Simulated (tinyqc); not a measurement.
Off-state leakage of single and stacked transistors: one step of the calculation.

n-channel devices of unit width. Subthreshold current I(Vg, Vs, Vd) = I0 (T/300 K)^0.5 exp[(Vg - Vs - VT(T) - gb (Vs - Vb) + dd (Vd - Vs))/(nf Vt)] (1 - exp(-(Vd - Vs)/Vt)), VT(T) = VT - cT (T - 300 K). Gate-edge tunnelling Ig (Vd/1 V) exp(ag (Vd - 1 V)), for a gate at 0 V, and band-to-band leakage Ab u exp(-Bb/u), u = Vd - Vb + 1 V, flow at a drain held at V; both are taken as independent of T. In a stack of off transistors (all gates at 0 V) the same subthreshold current passes through each.

Task. New Vx. Stack of two, Vx the node between them: I_low = I(0, 0, Vx), I_up = I(0, Vx, V), f = ln(I_up/I_low), f' = -(1 + gb + 2 dd)/(nf Vt) - 1/(Vt (exp(Vx/Vt) - 1)) - 1/(Vt (exp((V - Vx)/Vt) - 1)), Vx(new) = Vx - f/f'.

Values chosen for this exercise; values of the order met in bulk silicon logic transistors: temperature T = 300 K; supply voltage V = 1.1 V; threshold at 300 K, zero drain and body bias VT = 0.28 V; fall of the threshold with temperature cT = 0.9 mV/K; current at threshold at 300 K I0 = 0.66 uA/um; slope factor nf = 1.28; drain-induced lowering per volt dd = 0.05; rise of the threshold per volt of source-body bias gb = 0.08; body voltage Vb = -0.6 V.

Constants: q = 1.602176634e-19 C, kB = 1.380649e-23 J/K, Vt = kB T/q. Results are converted to the units shown.

Vx after iteration 1 = 0.050782649 V

Wanted: I_low; I_up; f; f'; Vx after iteration 2.

Result.

I_low = 0.03037 nA/um
I_up = 0.03044 nA/um
f = 0.002319
f' = -41.97 1/V
Vx after iteration 2 = 0.05084 V

Program tinyqc, `OMP_NUM_THREADS=1 python tinyqc.py 2242261 2242262 out.jsonl`; Intel Xeon 2.30GHz, shared host, one thread, about 0.04 s.
